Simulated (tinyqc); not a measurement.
What moves the results: three-level Kane dispersion of a narrow-gap semiconductor. A value that a table varies takes the place of the one given here.

Zero of energy at Gamma8, c = hbar^2/2m0, P^2 = Ep c. The free-electron term and remote bands are left out, so the heavy holes are flat at E = 0 and the other three bands obey E (E - Eg)(E + Dso) = P^2 k^2 (E + 2 Dso/3). The conduction band is the highest root; its edge is Ec = max(Eg, 0).

Degenerate electrons at T = 0: kF = (3 pi^2 n)^(1/3), 1 cm^-3 = 1e-24 angstrom^-3; EF is the highest root at kF. The momentum (cyclotron, optical) mass is m(E) = hbar^2 k/(dE/dk) = c d(k^2)/dE with d(k^2)/dE = k^2 [1/E + 1/(E - Eg) + 1/(E + Dso) - 1/(E + 2 Dso/3)]; the density of states is k d(k^2)/dE/(2 pi^2).

Edge mass m0* = Eg (Eg + Dso)/(Ep (Eg + 2 Dso/3)).
Constants: hbar^2/2m0 = 3.80998211 eV angstrom^2.

Inputs chosen for the exercise (near those of InAs; shifted at random, so the results belong to these values and not to a real crystal):
- Eg = 0.434 eV (E(Gamma6) - E(Gamma8))
- Dso = 0.38 eV (spin-orbit splitting)
- Ep = 21.8 eV (Kane energy)
- k = 0.039 1/angstrom (wave vector)
- n = 1.1e+18 cm^-3 (electron density)

## Filling the band

n from 1e15 to 1e19 cm^-3. The last column is the local power d ln(EF - Ec)/d ln n = kF^2/(1.5 (EF - Ec) d(k^2)/dE).

Results:
```
n (cm^-3)  kF (1/angstrom)  EF - Ec (meV)  parabolic (meV)   m(EF)  m(EF)/m0*  power
1.0e+15            0.00309            1.5              1.5  0.0237       1.01  0.665
1.0e+16            0.00667            7.1              7.2  0.0243       1.03  0.657
3.0e+16            0.00961           14.5             14.9  0.0250       1.06  0.648
1.0e+17            0.01436           31.3             33.3  0.0266       1.13  0.628
3.0e+17            0.02071           61.5             69.3  0.0296       1.25  0.599
1.0e+18            0.03094          123.4            154.7  0.0355       1.51  0.555
3.0e+18            0.04462          221.4            321.7  0.0448       1.90  0.510
1.0e+19            0.06665          397.4            717.9  0.0613       2.60  0.463
```

The power falls from 0.665 to 0.463: 2/3 marks a parabola, 1/3 a linear band. The parabola is within 10 % up to n = 1.0e+17 cm^-3. The mass has doubled by n = 1.0e+19 cm^-3 and ends at 2.6 times its edge value.

## Closing and inverting the gap

Eg is varied at fixed k, Dso and Ep. Edge mass: Eg (Eg + Dso)/(Ep (Eg + 2 Dso/3)) for Eg > 0, 3 |Eg|/(2 Ep) for Eg < 0. The Gamma6 weight of the conduction state is 1/(1 + P^2 k^2 [(2/3)/E^2 + (1/3)/(E + Dso)^2]).

Results:
```
Eg (eV)      m0*  highest root (eV)  middle (eV)  lowest (eV)  E - Ec (meV)  Gamma6 weight
-0.400   0.02752             0.1705      -0.2799      -0.6705         170.5          0.248
-0.200   0.01376             0.2319      -0.2422      -0.5697         231.9          0.373
-0.080   0.00550             0.2821      -0.2153      -0.5268         282.1          0.464
-0.020   0.00138             0.3114      -0.2016      -0.5098         311.4          0.511
0.020    0.00134             0.3324      -0.1926      -0.4998         312.4          0.542
0.080    0.00506             0.3663      -0.1794      -0.4869         286.3          0.587
0.200    0.01174             0.4418      -0.1552      -0.4666         241.8          0.669
0.400    0.02191             0.5870      -0.1227      -0.4443         187.0          0.776
```

The edge mass vanishes with |Eg| from both sides, yet the kinetic energy at this k stays finite, at most 312.4 meV in the table; at Eg = 0 the two-level form, without the split-off band, gives the linear value sqrt(2/3) P k = 290.2 meV. The Gamma6 weight of the conduction state goes smoothly from 0.25 to 0.78 and is 0.51 and 0.54 in the two rows next to Eg = 0: at finite k nothing jumps at the inversion.

## What each parameter does

Edge mass, EF - Ec and m(EF). Each row changes one parameter from the base and keeps the others.

Results:
```
case               m0* (m0)  EF - Ec (meV)  m(EF) (m0)
base                0.02358         130.03     0.03613
n = 2.2e+18 cm^-3   0.02358         188.67     0.04171
Eg = 0.3689 eV      0.02037         142.18     0.03421
Dso = 0.323 eV      0.02321         131.62     0.03579
Ep = 25.07 eV       0.02050         145.83     0.03273
```

The largest shifts from the base row, up to three for each result and ties (the steps differ in size, so this ranks the rows, not the parameters). m0* (m0): Eg -0.00321, Ep -0.00308, Dso -0.00037; unchanged at the printed digits by n. EF - Ec (meV): n +58.64, Ep +15.80, Eg +12.15. m(EF) (m0): n +0.00558, Ep -0.00340, Eg -0.00192.

tinyqc: `OMP_NUM_THREADS=1 python tinyqc.py 1050545 1050546 out.jsonl`; about 0.01 s, one thread, shared Intel(R) Xeon(R) Processor @ 2.30GHz.
